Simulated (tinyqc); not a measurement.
From results back to parameters: propagation of a band-gap error through k.p and effective-mass formulas. Five cases, with inputs chosen for the exercise.

Problem. A calculation returned the electron mass below. With 1/me = 1 + Ep (E + 2 Dso/3)/(E (E + Dso)) and the given Ep and Dso, which gap E did it have, and by what factor is exp(-E/2kT) off against the gap Eg?

Constants: kB = 8.617333262e-05 eV/K.

Case 1.

Values chosen (reference values near those of InSb, gap at low temperature; shifted at random, so the results belong to these values and not to a real crystal):
- Eg = 0.236 eV (gap at Gamma to the s-like level)
- Dso = 0.81 eV (spin-orbit splitting)
- Ep = 23.3 eV (Kane energy)
- T = 77 K (temperature)

me = 0.0112607 m0

Case 2.

Values chosen (reference values near those of GaAs, gap at low temperature; shifted at random, so the results belong to these values and not to a real crystal):
- Eg = 1.546 eV (gap at Gamma to the s-like level)
- Dso = 0.335 eV (spin-orbit splitting)
- Ep = 26.1 eV (Kane energy)
- T = 300 K (temperature)

me = 0.0255553 m0

Case 3.

Values chosen (reference values near those of InSb, gap at low temperature; shifted at random, so the results belong to these values and not to a real crystal):
- Eg = 0.231 eV (gap at Gamma to the s-like level)
- Dso = 0.795 eV (spin-orbit splitting)
- Ep = 23 eV (Kane energy)
- T = 300 K (temperature)

me = 0.0121416 m0

Case 4.

Values chosen (reference values near those of GaSb, gap at low temperature; shifted at random, so the results belong to these values and not to a real crystal):
- Eg = 0.804 eV (gap at Gamma to the s-like level)
- Dso = 0.745 eV (spin-orbit splitting)
- Ep = 26.9 eV (Kane energy)
- T = 300 K (temperature)

me = 0.0160419 m0

Case 5.

Values chosen (reference values near those of InP, gap at low temperature; shifted at random, so the results belong to these values and not to a real crystal):
- Eg = 1.418 eV (gap at Gamma to the s-like level)
- Dso = 0.106 eV (spin-orbit splitting)
- Ep = 20.6 eV (Kane energy)
- T = 300 K (temperature)

me = 0.1430098 m0

Find: X = 1/me - 1; E; log10 of the factor.
Solution. X E^2 + (X Dso - Ep) E - (2/3) Ep Dso = 0 has one positive root; the factor is exp((Eg - E)/2kT).

Case 1.

X = 1/me - 1 = 87.804
E = 0.194 eV
log10 of the factor = 1.37

Case 2.

X = 1/me - 1 = 38.131
E = 0.603 eV
log10 of the factor = 7.92

Case 3.

X = 1/me - 1 = 81.362
E = 0.208 eV
log10 of the factor = 0.19

Case 4.

X = 1/me - 1 = 61.337
E = 0.338 eV
log10 of the factor = 3.91

Case 5.

X = 1/me - 1 = 5.993
E = 3.403 eV
log10 of the factor = -16.67

Computed by tinyqc, one run a case: `OMP_NUM_THREADS=1 python tinyqc.py N N+1 out.jsonl` with N = 1850812, 1850817, 1850827, 1850828, 1850865; one thread of a shared Intel(R) Xeon(R) Processor @ 2.30GHz, about 0.01 s a run at most.
